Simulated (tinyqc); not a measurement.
Leakage against temperature: trap-assisted generation and recombination current of an abrupt junction. Computed by tinyqc, a small Python program. Command: `OMP_NUM_THREADS=1 python tinyqc.py 3004047 3004048 out.jsonl junctionleak walk`. One thread of a shared host (Intel(R) Xeon(R) Processor @ 2.30GHz), about 0.01 s of CPU time with the checks.

Depletion approximation, flat quasi-Fermi levels across the depleted layer, long neutral regions with minority lifetimes tau_n and tau_p, full ionisation and Boltzmann statistics. Voltages in exponents stand for e V.

Inputs (values chosen for the exercise, with bands and screening modelled on CdTe):
```
quantity                              value    unit
gap E_g                                1.55      eV
electron mass m_e                    0.0928     m_0
valleys M_c                               1       -
hole mass m_h                         0.607     m_0
dielectric constant eps                9.83       -
acceptor density N_A                3.7e+17   cm^-3
donor density N_D                   8.1e+17   cm^-3
capture time tau_n                  1.3e-08       s
capture time tau_p                    7e-08       s
trap level E_t - E_i                      0      eV
electron diffusion coefficient D_n       12  cm^2/s
hole diffusion coefficient D_p          1.6  cm^2/s
reverse bias V_r                        1.5       V
temperature T                           250       K
```

Field enhancement: none.

Constants: k_B = 8.617333262e-05 eV/K; m_0 = 9.1093837015e-31 kg; k_B = 1.380649e-23 J/K; h = 6.62607015e-34 J s; e = 1.602176634e-19 C; eps_0 = 8.8541878128e-12 F/m.

Method:
- N_c = 2 M_c (2 pi m_e k_B T/h^2)^(3/2) and N_v = 2 (2 pi m_h k_B T/h^2)^(3/2), masses in units of m_0.
- n_i = sqrt(N_c N_v) exp(-E_g/2 k_B T); V_bi = (k_B T/e) ln(N_A N_D/n_i^2); diffusion saturation current J_d0 = e n_i^2 [sqrt(D_n/tau_n)/N_A + sqrt(D_p/tau_p)/N_D].
- W = sqrt(2 eps eps_0 (V_bi - V)(1/N_A + 1/N_D)/e), x_p = W N_D/(N_A + N_D), x_n = W - x_p, peak field F_m = 2 (V_bi - V)/W; reverse bias means V = -V_r.
- Potential from the p edge: phi = (V_bi - V) x^2/(x_p W) on the p side and (V_bi - V)[1 - (W - x)^2/(x_n W)] on the n side; p = N_A exp(-phi/k_B T), n = n_i^2 exp(V/k_B T)/p; U = (n p - n_i^2)/[tau_p (n + n_i exp(dE/k_B T)) + tau_n (p + n_i exp(-dE/k_B T))], dE = E_t - E_i, n1 = n_i exp(dE/k_B T), p1 = n_i exp(-dE/k_B T); J_t = e int U dx by the trapezoid rule on 400 intervals on each side.
- The gap, capture times and diffusion coefficients are held fixed. J_g = -J_t at V = -V_r. The last column is -k_B d ln(J_g + J_d0)/d(1/T) from this row and the one above.

Reverse current:
```
T (K)  generation (A/cm^2)  diffusion (A/cm^2)  activation energy (eV)
200             3.2183e-19          3.0759e-35                       -
220             2.2253e-17          1.4551e-31                 0.80311
250             3.6702e-15          3.8936e-27                 0.80659
280             2.0707e-13          1.2186e-23                 0.81089
310             5.4472e-12          8.2862e-21                 0.81525
350             1.8214e-10          9.0437e-18                 0.82038
400             5.6128e-09          8.3214e-15                 0.82713
```

What does the comparison show, and why?

The activation energy goes from 0.803 to 0.827 eV. Generation alone gives about E_g/2 + dE if tau_p exp(dE/k_B T) exceeds tau_n exp(-dE/k_B T), else E_g/2 - dE, here 0.775 eV, plus 1.5 k_B T and diffusion E_g = 1.55 eV plus 3 k_B T; generation rules in every row.

Extremes, crossings and ranges named in words are read from the listed rows.
